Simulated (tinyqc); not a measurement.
Inside a calculation. Model: square on-chip spiral inductor, lumped pi model.

tinyqc, about 0.01 s, one thread, Intel Xeon 2.30GHz (shared host): `OMP_NUM_THREADS=1 python tinyqc.py 2302017 2302018 out.jsonl` Printed values are rounded.

Outer diameter do = di + 2 n wd + 2 (n - 1) sp, mean da = (do + di)/2, fill p = (do - di)/(do + di), length l = 4 n da. L = 2.34 mu0 n^2 da/(1 + 2.75 p), mu0 = 4 pi 1e-7 H/m. Rs = rho l/(wd delta (1 - exp(-th/delta))), delta = sqrt(rho/(pi f mu0)). Cs = n wd^2 eps0 eo/hu across the coil. At each end Cox = l wd eps0 eo/(2 ho) leads to the substrate branch Rsi = 2 rs he/(l wd) in parallel with Csi = l wd eps0 11.7/(2 he). With one end grounded Y = 1/(Rs + i w L) + i w Cs + 1/[1/(i w Cox) + 1/(1/Rsi + i w Csi)], w = 2 pi f; Q = -Im Y/Re Y. Eddy currents in neighbouring turns and in the substrate are left out.

Parameters, values chosen for the exercise; values of the order met in silicon radio-frequency processes:
- n = 3.5 (number of turns)
- wd = 10 um (line width)
- sp = 3 um (space between turns)
- di = 60 um (inner diameter)
- th = 3 um (metal thickness)
- rho = 1.9 uohm cm (metal resistivity)
- ho = 8.9 um (oxide below the coil)
- hu = 1.1 um (oxide between coil and underpass)
- eo = 4.1 (relative permittivity of the oxide)
- rs = 10 ohm cm (substrate resistivity)
- he = 80 um (effective spreading depth in the substrate)
- f = 6.8 GHz (frequency)

Constants: eps0 = 8.8541878128e-12 F/m. Results are converted to the units shown.

## Geometry and model elements

do, l, L, delta, Rs, Cs, Cox, Rsi and Csi as defined.

do = 145 um
l = 1435 um
L = 1.725132 nH
delta = 0.8412837 um
Rs = 3.335163 ohm
Cs = 11.55069 fF
Cox = 29.26608 fF
Rsi = 1114.983 ohm
Csi = 9.291087 fF

Rs is 3.67 times the direct-current value in this empirical form, which overstates the skin effect of a flat slab when delta is near th and so stands in for some current crowding.

## Admittance, quality factor and apparent inductance

Series branch 1/(Rs + i w L), substrate branch, total Y, Q = -Im Y/Re Y, apparent inductance Im(1/Y)/w, metal-only value w L/Rs, share of the loss in the substrate Re(substrate branch)/Re Y.

series branch = 0.61264-13.53943i mS
substrate branch = 0.3985770+0.5183061i mS
Y = 1.01122-12.52762i mS
Q = 12.38864
apparent inductance = 1.856189 nH
w L/Rs = 22.10009
share of the loss in the substrate = 39.41551 %

Q is 56.1 % of the metal-only value.
